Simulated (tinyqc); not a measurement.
Worked calculation: exciton in a hard-walled quantum well (variational). Values are carried at full precision from step to step, so a last printed digit may differ when a step is redone from the rounded ones.

Constants: Ry = 13.60569312 eV; a0 (Bohr radius) = 0.5291772105 angstrom; hbar^2/2m0 = 3.80998211 eV angstrom^2; e^2/(4 pi eps0) = 14.39964547 eV angstrom.

Inputs chosen for the exercise (near those of InP; not measured data): me = 0.079 m0 (electron mass); mh = 0.252 m0 (hole mass); eps = 12.7 (dielectric constant); Eg = 1.436 eV (gap); L = 172 angstrom (well width); lams = (56, 78, 95, 112, 134, 168, 224) angstrom (trial lengths).

## Exciton units

1/mu = 1/me + 1/mh, Ry* = Ry mu/eps^2, a* = a0 eps/mu.

mu = 0.06015 m0
Ry* = 5.074 meV
a* = 111.74 angstrom

## Hydrogen-like series

Binding Ry*/n^2 in three dimensions and Ry*/(n - 1/2)^2 in two; strengths relative to n = 1 go as 1/n^3 and (1/2)^3/(n - 1/2)^3. Lines at Eg less the binding.

Series:
```
n  3D binding (meV)  3D line (eV)  3D strength  2D binding (meV)  2D line (eV)  2D strength
1              5.07        1.4309       1.0000             20.29        1.4157       1.0000
2              1.27        1.4347       0.1250              2.25        1.4337       0.0370
3              0.56        1.4354       0.0370              0.81        1.4352       0.0080
4              0.32        1.4357       0.0156              0.41        1.4356       0.0029
```

## The form factor

Electron and hole in the lowest states cos(pi z/L) of a hard-walled well; relative motion in the plane exp(-rho/lam). E(lam) = c/(mu lam^2) - (q/eps) <1/r>, <1/r> = integral over k from 0 to infinity of F(kL) (1 + (k lam/2)^2)^(-3/2), F(x) = [3x + 8 pi^2/x - 32 pi^4 (1 - exp(-x))/(x^2 (x^2 + 4 pi^2))]/(x^2 + 4 pi^2); c = hbar^2/2m0, q = e^2/(4 pi eps0). E is counted from the subband edge.

F at k = 0.5/a*, 1/a*, 2/a*, 4/a* and 8/a*.

Form factor:
```
k a*      k L       F
0.5    0.7696  0.8585
1.0    1.5393  0.7460
2.0    3.0786  0.5816
4.0    6.1572  0.3907
8.0   12.3144  0.2263
```

## Scan over the trial length

Evaluate the integral numerically for each lam.

Scan:
```
lam (angstrom)  <1/r> (1/angstrom)  kinetic (meV)  Coulomb (meV)  E (meV)
56                         0.01953         20.200        -22.138   -1.938
78                         0.01576         10.412        -17.874   -7.462
95                         0.01376          7.019        -15.607   -8.588
112                        0.01223          5.050        -13.871   -8.821
134                        0.01071          3.528        -12.143   -8.615
168                        0.00900          2.244        -10.200   -7.956
224                        0.00714          1.262         -8.092   -6.830
```

## The minimum

Minimise E over lam.

lam = 111.9 angstrom
binding energy = 8.82 meV
in Ry* = 1.739
lam/a* = 1.002

The strict two-dimensional limit is 4 Ry* with lam = a*/2; L/a* = 1.54 here.

## Checks

- Binding of a very thin well (L = a*/5000) against 4 Ry*, meV: both 20.3.
- F(3) from a double integral on a grid against the closed form: both 0.5885.

Run: tinyqc, `OMP_NUM_THREADS=1 python tinyqc.py 1281051 1281052 out.jsonl`; Intel(R) Xeon(R) Processor @ 2.30GHz, one thread, shared host; about 0.01 s of CPU time with all checks.
